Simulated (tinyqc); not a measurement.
## Schottky diode by thermionic emission with image-force lowering and series resistance: a Richardson plot

Metal on an n-type semiconductor with one parabolic valley; V > 0 is forward bias (metal positive). I = I0 [exp(Vj/(n Vt)) - 1] with Vj = V - I Rs; I0 = S A* T^2 exp(-(phi - dphi)/Vt), the lowering dphi taken at zero bias.

A* = 4 pi q me m0 kB^2/h^3 (times 1e-4 for A/(cm^2 K^2)); Nc = 2 (2 pi me m0 kB T/h^2)^1.5 (times 1e-6 for cm^-3); xi = Vt ln(Nc/Nd), Vbi = phi - xi; surface field Em = sqrt(2 q Nd (Vbi - V - Vt)/(eps0 eps_r)); dphi = sqrt(q Em/(4 pi eps0 eps_r)). Here V = 0 in Em; phi is held fixed.

Inputs (values chosen for the exercise); band and dielectric values close to those of silicon:

| symbol | value | unit | meaning |
|---|---|---|---|
| me | 0.262 | m0 | electron mass |
| eps_r | 11.5 |  | relative permittivity |
| phi | 0.84 | eV | barrier height seen from the metal |
| Nd | 1.5e17 | cm^-3 | donor density |
| S | 8.8e-5 | cm^2 | area |

Constants: q = 1.602176634e-19 C, kB = 1.380649e-23 J/K, h = 6.62607015e-34 J s, m0 = 9.1093837015e-31 kg, Vt = kB T/q, eps0 = 8.8541878128e-14 F/cm where lengths are in cm. Results are converted to the units shown.

A Richardson plot:
```
T (K)  dphi (meV)     I0 (A)  ln(I0/(S T^2))  1/Vt (1/V)
200         49.01  1.296e-18          -42.45       58.02
240         48.73  3.864e-15          -34.81       48.35
280         48.43  1.228e-12          -29.36       41.44
320         48.11  9.576e-11          -25.27       36.26
360         47.78   2.914e-9          -22.09       32.23
400         47.42   4.578e-8          -19.54       29.01
450         46.96   7.368e-7          -17.00       25.79
```

What does the table show?

I0 grows by 11.8 decades. The line through the end rows has the slope -0.7893 eV and the intercept ln(28.6 A/(cm^2 K^2)), against phi = 0.84 eV and A* = 31.5. The difference comes from the lowering: dphi falls from 49.0 to 47.0 meV.

Range of the model: One isotropic valley is assumed; bands with several valleys have a larger Richardson constant and Nc.

Numbers from tinyqc (`OMP_NUM_THREADS=1 python tinyqc.py 2640072 2640073 out.jsonl`; about 0.01 s on one thread of a shared Intel Xeon 2.30GHz).
